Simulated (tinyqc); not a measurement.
Inside a calculation. Model: vacuum evaporation: vapour pressure, source flux, thickness distribution, purity and step coverage. Computed by tinyqc, a small Python program that keeps every step. Command: `OMP_NUM_THREADS=1 python tinyqc.py 3112527 3112528 out.jsonl evap walk`. One thread of a shared host (Intel(R) Xeon(R) Processor @ 2.30GHz), about 0.01 s of CPU time with the checks. Intermediate numbers are printed to about 6 digits and carried at full precision; extremes and crossings named in words are read from the listed rows.

Molecular flow, unit sticking of the metal, no re-evaporation. The background gas is taken as water vapour (18.015 g/mol, collision diameter 0.37 nm) at 300 K.

Inputs (values chosen for the exercise, modelled on silver, with constants for the liquid):

| quantity | value | unit |
|---|---|---|
| molar mass M | 107.87 | g/mol |
| film density rho | 10.5 | g/cm^3 |
| vapour-pressure constant A | 10.75 | - |
| vapour-pressure constant B | 13870 | K |
| source temperature T | 1400 | K |
| source area | 1.2 | cm^2 |
| directionality n | 1 | - |
| source-to-wafer distance h | 56 | cm |
| wafer radius R | 15 | cm |
| source offset from the axis s/h | 0.72 | - |
| background pressure p | 3e-05 | Pa |
| sticking of background gas | 0.9 | - |
| aspect ratio of a trench | 0.58 | - |

Constants: u = 1.6605390666e-27 kg; k_B = 1.380649e-23 J/K; R = 8.314462618 J/(mol K).

## Vapour pressure and flux

log10(p_v/Pa) = A - B/T; flux from the surface Phi = p_v/sqrt(2 pi m k_B T), m = M u. Mass loss = Phi x area x m; heat of evaporation = ln(10) R B; d ln Phi/dT = ln(10) B/T^2 - 1/(2 T).

vapour pressure p_v = 6.96397 Pa

flux Phi = 4.72157e+18 1/(cm^2 s)

mass loss = 3.65359 g/h

heat of evaporation = 265.538 kJ/mol

change of flux per kelvin = 1.59372 %/K

Holding the rate to 1 % needs the temperature to about 0.63 K.

## Rate and uniformity on a fixed wafer above the source

A small source emits (n + 1) Phi area cos^n(phi)/(2 pi) per solid angle; on a parallel plane at height h and lateral distance l the arrival rate is (n + 1) Phi area/(2 pi h^2) x (1 + (l/h)^2)^(-(n + 3)/2). Growth rate = arrival rate x m/rho, m = M u. The wafer is fixed and centred above the source.

arrival rate at the centre = 5.75098e+14 1/(cm^2 s)

growth rate at the centre = 0.0981076 nm/s

edge over centre = 0.870593

non-uniformity (max - min)/(max + min) = 6.91798 %

share of the material that lands on the wafer, 1 - (1 + (R/h)^2)^(-(n + 1)/2) = 6.69444 %

## Offset source and rotation

Rotating wafer, source offset by s and facing upwards: thickness at radius r is the mean over the angle a of (1 + (r^2 + s^2 - 2 r s cos a)/h^2)^(-(n + 3)/2), by 360 equal steps; non-uniformity (max - min)/(max + min) over 21 radii from 0 to R.

centre thickness relative to an axial source = 0.433738

edge over centre, rotating = 0.998621

non-uniformity, rotating = 0.0864367 %

## Choosing the offset

The curvature at the centre vanishes at s/h = sqrt(2/(n + 3)).

Against the offset:

| s/h | centre thickness | edge over centre | non-uniformity (%) |
|---|---|---|---|
| 0.0 | 1.00000 | 0.87059 | 6.91798 |
| 0.2 | 0.92456 | 0.88743 | 5.96430 |
| 0.4 | 0.74316 | 0.92874 | 3.69476 |
| 0.5 | 0.64000 | 0.95245 | 2.43545 |
| 0.6 | 0.54066 | 0.97507 | 1.26240 |
| 0.7 | 0.45043 | 0.99503 | 0.24909 |
| 0.8 | 0.37180 | 1.01153 | 0.57337 |
| 0.9 | 0.30524 | 1.02440 | 1.20528 |
| 1.1 | 0.20475 | 1.04044 | 1.98187 |

The best row, s/h = 0.7, has 0.25 % against 6.9 % on the axis, at the price of a rate lower by a factor 2.22; the small-wafer optimum is sqrt(2/(n + 3)) = 0.71.

## Scattering and purity

Mean free path lambda = k_B T_g/(sqrt2 pi d^2 p); unscattered share exp(-h/lambda); gas arrival p/sqrt(2 pi m_g k_B T_g); impurity ratio = sticking x gas arrival/metal arrival; monolayer time = 1e15 cm^-2/(sticking x gas arrival).

mean free path = 226.994 m

unscattered share = 0.997536

gas arrival rate = 1.07520e+14 1/(cm^2 s)

impurity ratio = 0.168263

monolayer time = 10.3340 s

The gas that sticks amounts to more than a tenth of the metal, although few metal atoms scatter on the way: purity, not the free path, sets the vacuum needed.

## A trench at the wafer edge

Fixed wafer, axial point source, trench running tangentially at r = R: the beam arrives at tan(a) = R/h. Shadowed share of the floor = aspect ratio x tan(a) (at most 1); the wall facing the source grows at tan(a) times the field rate, the other wall not at all.

angle a = 14.9951 degrees

shadowed share of the floor = 0.155357

wall over field thickness = 0.267857

Checks made by the program: share on the wafer by quadrature (relative difference 4e-09).
